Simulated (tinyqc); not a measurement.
# Double-gate transistor, scale length and short-channel effects: two studies

A body of thickness ts between two insulators of thickness ti and two tied gates. Below threshold the potential that source and drain add obeys Laplace's equation and vanishes on the gate. Its lowest mode decays along the channel as exp(-k y); k is the smallest positive root of the matching condition at the interface, and the scale length is Lambda = pi/k.

Values chosen for this exercise; permittivities: semiconductor close to that of gallium nitride, insulator close to that of silicon dioxide: temperature T = 293 K; relative permittivity of the semiconductor eps_r = 9.44; insulator thickness ti = 0.74 nm; body thickness ts = 11.9 nm; channel length L = 27 nm; potential of the source Vbi = 0.9 V; potential of the barrier top at threshold sT = 0.65 V; drain voltage Vds = 1 V.

Constants: q = 1.602176634e-19 C, kB = 1.380649e-23 J/K, Vt = kB T/q. Results are converted to the units shown.

Each table varies one quantity; the others keep the values above.

## Effect of the relative permittivity of the insulator

k is the smallest positive root of f(k) = ei cos(k ti) cos(k ts/2) - eps_r sin(k ti) sin(k ts/2). Along the channel psi(y) = s + a exp(y/l) + b exp(-y/l) with psi(0) = Vbi, psi(L) = Vbi + Vds and l = 1/k = Lambda/pi; with A = Vbi - s, B = A + Vds, x = exp(-L/l): a = (B - A x) x/(1 - x^2), b = (A - B x)/(1 - x^2). The minimum is s + 2 sqrt(a b), at y = (l/2) ln(b/a). The long-channel potential follows the gate as s = sT + (Vg - VTL)/m, and the threshold VT is the gate voltage at which the minimum equals sT. Swing = m Vt ln 10/g at threshold, g = d(minimum)/ds = 1 - (b x + a)/((1 + x) sqrt(a b)). DIBL = [VT(0.05 V) - VT(Vds)]/(Vds - 0.05 V). sT and Vbi are held fixed; m = 1.

Effect of the relative permittivity of the insulator:

| ei | Lambda (nm) | L/Lambda | VT - VTL at Vds (mV) | DIBL (mV/V) | swing (mV/decade) |
|---|---|---|---|---|---|
| 3.9 | 15.36 | 1.758 | -83.59 | 46.45 | 69.05 |
| 5.7 | 14.31 | 1.886 | -66.29 | 36.64 | 66.89 |
| 8.5 | 13.54 | 1.994 | -54.77 | 30.15 | 65.42 |
| 12 | 13.07 | 2.066 | -48.33 | 26.54 | 64.60 |
| 18 | 12.68 | 2.129 | -43.35 | 23.76 | 63.95 |
| 27 | 12.42 | 2.173 | -40.17 | 21.99 | 63.54 |
| 40 | 12.25 | 2.203 | -38.16 | 20.88 | 63.28 |

What does the table show?

As ei goes from 3.9 to 40, Lambda falls from 15.4 to 12.3 nm, DIBL falls from 46.4 to 20.9 mV/V and the swing falls from 69.1 to 63.3 mV a decade. On average Lambda goes as ei^(-0.10).

## A higher permittivity at fixed equivalent oxide thickness

Same model as above.

The equivalent oxide thickness 3.9 ti/ei is held at 0.73 nm, so ti = 0.73 ei/3.9 nm.

A higher permittivity at fixed equivalent oxide thickness:

| ei | ti (nm) | Lambda (nm) | L/Lambda | DIBL (mV/V) | swing (mV/decade) |
|---|---|---|---|---|---|
| 3.9 | 0.7300 | 15.31 | 1.763 | 46.01 | 68.96 |
| 5 | 0.9359 | 15.33 | 1.761 | 46.16 | 68.99 |
| 7.5 | 1.404 | 15.38 | 1.756 | 46.66 | 69.10 |
| 10 | 1.872 | 15.45 | 1.747 | 47.39 | 69.26 |
| 15 | 2.808 | 15.67 | 1.723 | 49.63 | 69.74 |
| 20 | 3.744 | 16.01 | 1.687 | 53.17 | 70.51 |
| 25 | 4.679 | 16.49 | 1.637 | 58.49 | 71.64 |
| 35 | 6.551 | 18.02 | 1.499 | 76.98 | 75.50 |

Read the table: what changes, and by how much?

As ei goes from 3.9 to 35, Lambda rises from 15.3 to 18.0 nm, DIBL rises from 46.0 to 77.0 mV/V and the swing rises from 69.0 to 75.5 mV a decade. The ratio ei/ti is the same in every row, yet the insulator grows from 0.730 to 6.55 nm, and drain fields reach the channel sideways through it. At ei = 35 L is under 1.5 Lambda, where higher modes, left out of the one-mode potential, count.

Program tinyqc, `OMP_NUM_THREADS=1 python tinyqc.py 2420097 2420098 out.jsonl`; Intel Xeon 2.30GHz, shared host, one thread, about 0.01 s.
